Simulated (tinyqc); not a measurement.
Fermi-Dirac statistics of conduction electrons: sweeps and comparisons. A value that a table varies takes the place of the one given here.

Non-parabolic band E (1 + alpha E) = c k^2/m: n = Nc (2/sqrt(pi)) integral_0^infinity sqrt(x (1 + a x)) (1 + 2 a x) dx/(1 + exp(x - eta)) with a = alpha kT and eta = (EF - Ec)/kT; a = 0 gives n = Nc F_1/2(eta).

Constants: hbar^2/2m0 = 3.80998211 eV angstrom^2; kB = 8.617333262e-05 eV/K.

Parameters, chosen for this exercise (near those of Ge, lowest valleys alone; the results hold for these values, not for the real material):
- m = 0.5583 m0 (density-of-states mass of the conduction band)
- T = 77 K
- alpha = 0.71 1/eV (non-parabolicity)
- m1 = 0.0827 m0 (mass of one isotropic band with spin)
- L = 150 angstrom (confinement length used to compare densities)
- n = 2e+19 1/cm^3 (electron density)

## Parabolic against non-parabolic filling

N = 2 (m kB T/(4 pi c))^(3/2) with c = hbar^2/2m0, in 1/angstrom^3; times 1e24 for 1/cm^3. k_F = (3 pi^2 n)^(1/3) and the energy E0 that solves E (1 + alpha E) = c k_F^2/m give the limit of zero temperature.

EF - Ec (meV):
```
n (1/cm^3)  parabolic  non-parabolic  non-parabolic, 0 K
1.0e+17         -17.2          -17.3                 1.4
5.0e+17          -5.8           -5.9                 4.1
2.0e+18           5.9            5.7                10.3
7.0e+18          22.2           21.6                23.5
2.0e+19          47.3           45.7                46.6
7.0e+19         110.6          102.9               103.4
```

Non-parabolicity lowers EF by 0.1 meV at the lowest density and by 7.7 meV at the highest, where alpha (EF - Ec) = 0.07. Temperature lowers EF below its 0 K value by 18.7 meV at the lowest density and by 0.5 meV at the highest. EF enters the band between 5e+17 and 2e+18 1/cm^3. In Ge the Gamma and Delta valleys, 0.14 and 0.18 eV up, would start to fill in the rows with EF above about 100 meV.

## Dimension (statistics of electrons in three, two and one dimensions)

One band edge at E = 0, lambda = sqrt(4 pi c/(m1 kT)) with c = hbar^2/2m0. Densities with spin: n3 = (2/lambda^3) F_1/2(eta), n2 = (2/lambda^2) F_0(eta) with F_0 = ln(1 + exp(eta)), n1 = (2/lambda) F_-1/2(eta). F_j(eta) = (1/Gamma(j + 1)) integral_0^infinity x^j dx/(1 + exp(x - eta)), which tends to exp(eta) for eta << 0.

The last two columns turn the sheet and line densities into volume densities, n2/L and n1/L^2, over n3.

Densities:
```
eta  n3 (1/cm^3)  n2 (1/cm^2)  n1 (1/cm)  (n2/L)/n3  (n1/L^2)/n3
-4      1.41e+15     4.16e+09   1.22e+04       1.96         3.85
-2      1.00e+16     2.91e+10   8.37e+04       1.93         3.71
-1      2.54e+16     7.18e+10   1.99e+05       1.88         3.48
0       5.94e+16     1.59e+11   4.10e+05       1.78         3.07
1       1.22e+17     3.01e+11   6.95e+05       1.64         2.53
2       2.19e+17     4.88e+11   9.91e+05       1.48         2.01
4       5.05e+17     9.21e+11   1.48e+06       1.22         1.30
8       1.35e+18     1.83e+12   2.15e+06      0.908        0.708
```

lambda = 295.4 angstrom

Far below the edge all three follow exp(eta), and the ratios tend to lambda/L = 1.969 and its square. From eta = 4 to 8 the densities grow by 2.67, 1.99 and 1.45, near the powers 2^(3/2), 2 and 2^(1/2) that the densities of states E^(1/2), E^0 and E^(-1/2) give. One subband serves while EF stays several kT below the second, 9.1 kT up for hard walls; rows with a larger eta, if any, overfill it.

## What moves the Fermi level

N = 2 (m kB T/(4 pi c))^(3/2) with c = hbar^2/2m0, in 1/angstrom^3; times 1e24 for 1/cm^3. Each row changes one parameter from the base and keeps the others.

Results:
```
case                parabolic EF - Ec (meV)  non-parabolic EF - Ec (meV)
base                                  47.35                        45.66
m = 0.5025 m0                         52.77                        50.74
T = 52 K                              47.78                        46.17
n = 1e+19 1/cm^3                      29.01                        28.24
alpha = 1.065 1/eV                    47.35                        44.89
```

The largest shifts from the base row, up to three for each result and ties (the steps differ in size, so this ranks the rows, not the parameters). parabolic EF - Ec (meV): n -18.33, m +5.43, T +0.43; unchanged at the printed digits by alpha. non-parabolic EF - Ec (meV): n -17.42, m +5.08, alpha -0.77.

Computed by tinyqc, a small Python program: `OMP_NUM_THREADS=1 python tinyqc.py 1651708 1651709 out.jsonl` (the numbers bound the seed that draws the inputs); one thread of a shared host (Intel(R) Xeon(R) Processor @ 2.30GHz), about 0.01 s for the whole set of steps.
